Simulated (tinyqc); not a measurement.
Modulation-doped quantum well, Poisson-Schroedinger loop with local exchange and correlation: two steps of the calculation.

A well of width L centred at z = 0 between barriers Vb; effective-mass electrons, parabolic bands. The electrons come from donor sheets outside the mesh, a share fL of Ns on the left and the rest on the right, so the structure is neutral. Energies are counted from the band edge of the well, with U = 0 on the first node in the Hartree part.

Inputs (values chosen for the exercise); material values close to those of In0.53Ga0.47As in InAlAs:
```
symbol,value,unit,meaning
T,300,K,temperature
md,0.0399,m0,in-plane mass
hz,1,nm,mesh step
Ns,2e12,cm^-2,sheet density of electrons
```

Constants: q = 1.602176634e-19 C, kB = 1.380649e-23 J/K, hbar = 1.054571817e-34 J s, m0 = 9.1093837015e-31 kg, Vt = kB T/q, hbar^2/(2 m0) = 0.0380998212 eV nm^2. Results are converted to the units shown.

Question 1. Levels and probability densities. Tridiagonal Hamiltonian with psi = 0 one step beyond both ends: H_ii = C (1/m_(i-1/2) + 1/m_(i+1/2))/hz^2 + V0_i + U_i, H_(i,i+1) = -C/(m_(i+1/2) hz^2), C = hbar^2/(2 m0). The lowest 2 level(s) are kept, normalised to hz sum |psi|^2 = 1.

```
node,fixed potential V0 (eV),self-consistent potential U at the start (eV)
1,0.51100000,0
2,0.51100000,0
3,0.51100000,0
4,0.51100000,0
5,0.00000000,0
6,0.00000000,0
7,0.00000000,0
8,0.00000000,0
9,0.00000000,0
10,0.00000000,0
11,0.00000000,0
12,0.00000000,0
13,0.00000000,0
14,0.51100000,0
15,0.51100000,0
16,0.51100000,0
17,0.51100000,0
```

mass on the intervals 1/2, 3/2, ... (mean of both at an interface) (m0): [0.0754, 0.0754, 0.0754, 0.0754, 0.0581, 0.0408, 0.0408, 0.0408, 0.0408, 0.0408, 0.0408, 0.0408, 0.0408, 0.0581, 0.0754, 0.0754, 0.0754, 0.0754]

Give: levels; |psi|^2 of E1; |psi|^2 of E2.

Answer 1.

levels (eV): E1 0.0544, E2 0.2229

```
node,|psi|^2 of E1 (1/nm),|psi|^2 of E2 (1/nm)
1,0.0000,0.0003
2,0.0003,0.0019
3,0.0017,0.0091
4,0.0108,0.0404
5,0.0504,0.1375
6,0.0877,0.1612
7,0.1229,0.1132
8,0.1478,0.0365
9,0.1568,0.0000
10,0.1478,0.0365
11,0.1229,0.1132
12,0.0877,0.1612
13,0.0504,0.1375
14,0.0108,0.0404
15,0.0017,0.0091
16,0.0003,0.0019
17,0.0000,0.0003
```

Question 2. Converged levels, occupations and centroid. Level k holds N_k = D_k Vt ln(1 + exp((EF - E_k)/Vt)) with D = md m0 q/(pi hbar^2) per eV (spin included); EF is fixed by sum N_k = Ns.

Solve for the levels with V0 + U, find EF, n_i = sum_k N_k |psi_k|^2 (in cm^-3); share of each level N_k/Ns; centroid sum n z/sum n.

```
node,z (nm),fixed potential V0 (eV),converged U (eV)
1,-8,0.51100000,-0.001287271
2,-7,0.51100000,0.010486044
3,-6,0.51100000,0.021647331
4,-5,0.51100000,0.031519145
5,-4,0.00000000,0.039827595
6,-3,0.00000000,0.048912115
7,-2,0.00000000,0.056311192
8,-1,0.00000000,0.061129146
9,0,0.00000000,0.062799194
10,1,0.00000000,0.061129146
11,2,0.00000000,0.056311192
12,3,0.00000000,0.048912115
13,4,0.00000000,0.039827595
14,5,0.51100000,0.031519145
15,6,0.51100000,0.021647331
16,7,0.51100000,0.010486044
17,8,0.51100000,-0.001287271
```

mass on the intervals 1/2, 3/2, ... (mean of both at an interface) (m0): [0.0754, 0.0754, 0.0754, 0.0754, 0.0581, 0.0408, 0.0408, 0.0408, 0.0408, 0.0408, 0.0408, 0.0408, 0.0408, 0.0581, 0.0754, 0.0754, 0.0754, 0.0754]

Give: levels; EF; shares; n; centroid.

Answer 2.

levels (eV): E1 0.1094, E2 0.2696
EF = 0.2248 eV
shares (%): E1 96.49, E2 3.51

```
node,n (1e18 cm^-3)
1,0.001
2,0.008
3,0.047
4,0.262
5,1.137
6,1.856
7,2.437
8,2.796
9,2.915
10,2.796
11,2.437
12,1.856
13,1.137
14,0.262
15,0.047
16,0.008
17,0.001
```

centroid = 0 nm

tinyqc, about 0.1 s, one thread, Intel Xeon 2.30GHz (shared host): `OMP_NUM_THREADS=1 python tinyqc.py 2140011 2140012 out.jsonl`
